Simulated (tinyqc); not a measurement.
# From Ginzburg-Landau kappa back to mean free path l

Model: BCS gap equation with a constant attraction inside the Debye window. Computed by tinyqc, a small Python program. Command: `OMP_NUM_THREADS=1 python tinyqc.py 3007651 3007652 out.jsonl bcs inv`. One thread of a shared host (Intel(R) Xeon(R) Processor @ 2.30GHz), about 0.02 s of CPU time with the checks.

Pairs attract with strength V for |xi| < k_B Theta; N(0) is the density of states for one spin. Energies are given as temperatures (E/k_B, in K) unless marked.

Inputs (values chosen for the exercise, modelled on niobium): coupling N(0)V = 0.285; Debye temperature Theta = 276 K; Fermi velocity v_F = 310000 m/s; electron density n = 5.55 1e28/m^3.

Solver: secant.

Constants: k_B = 8.617333262e-05 eV/K; hbar = 1.054571817e-34 J s; k_B = 1.380649e-23 J/K; m_0 = 9.1093837015e-31 kg; eps_0 = 8.8541878128e-12 F/m; c = 299792458 m/s; e = 1.602176634e-19 C.

Method. At T = 0 the gap equation 1/(N(0)V) = int_0^Theta d xi/sqrt(xi^2 + Delta^2) has the integral arcsinh(Theta/Delta), so Delta_0 = Theta/sinh(1/(N(0)V)); weak coupling gives 2 Theta exp(-1/(N(0)V)). xi_0 = hbar v_F/(pi Delta_0); lambda_L = sqrt(m_0 eps_0 c^2/(n e^2)); N(0) = 3 n/(2 m_0 v_F^2) for one spin; condensation energy N(0) Delta_0^2/2 = B_c^2/(2 mu_0), mu_0 = 1/(eps_0 c^2); with scattering lambda = lambda_L sqrt(1 + xi_0/l) in the local limit (where xi_0 and l both exceed lambda, nonlocal response makes the true depth larger); Ginzburg-Landau kappa = 0.96 lambda_L/xi_0 + 0.72 lambda_L/l. Free-electron mass throughout; heavier carriers, as in niobium or vanadium, give a larger lambda_L and kappa and can make the metal type II.

Problem. A run gave the result below. Find the mean free path l, known to lie between 47 and 120 nm.

Ginzburg-Landau kappa = 0.6493057

Solution.

Each step takes the trial c = (a f_b - b f_a)/(f_b - f_a), f being the result less the target and a, b, c the logarithms of the listed values; c replaces end b, the old b replaces a if the sign of f changed, and otherwise f_a is halved.

Scan of the range:
```
mean free path l (nm)  Ginzburg-Landau kappa
47.0                                0.820712
54.9                                0.770988
64.2                                0.728134
75.1                                0.691417
87.8                                0.660135
103.0                               0.632838
120.0                               0.610500
```

False position (Illinois rule, in the logarithm of the input) inside the bracket:
```
step    end a    end b    trial  Ginzburg-Landau kappa
1     87.8000  103.000  93.5416               0.648782
2     87.8000   93.542  93.0201               0.649755
3     93.5416   93.020  93.2604               0.649305
4     93.0201   93.260  93.2600               0.649306
5     93.0201   93.260  93.2600               0.649306
6     93.2600   93.260  93.2600               0.649306
```

Ginzburg-Landau kappa falls at every point of a 13-point scan of the range (every second point is shown), so one value fits; it is bracketed by 87.8 and 103. Answer: mean free path l = 93.26 nm.
